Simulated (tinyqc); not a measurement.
# Model parameters from four stresses

Inverse problem. The threshold shift of a transistor under bias-temperature stress follows dV = A (V/V0)^g exp[-(Ea q/kB)(1/T - 1/T0)] (t/1 s)^n. Find n, A, g and Ea.

Inputs (values chosen for the exercise): reference stress voltage V0 = 1.7 V; reference temperature T0 = 373 K.

Constants: q = 1.602176634e-19 C, kB = 1.380649e-23 J/K. Results are converted to the units shown.

dV at (V0, T0, 10 s), (V0, T0, 1000 s), (1.4 V, T0, 1000 s) and (V0, 398 K, 1000 s) (mV): 25.730541  58.945265  22.327726  74.523659

Answer. Each pair differs in one condition, and the logarithm of its ratio gives one exponent.

n = 0.1800
A = 17.00 mV
g = 5.000
Ea = 0.1200 eV

Computed by the program tinyqc: `OMP_NUM_THREADS=1 python tinyqc.py 2070066 2070067 out.jsonl`, one thread of a shared Intel Xeon 2.30GHz, about 0.01 s for the whole run.
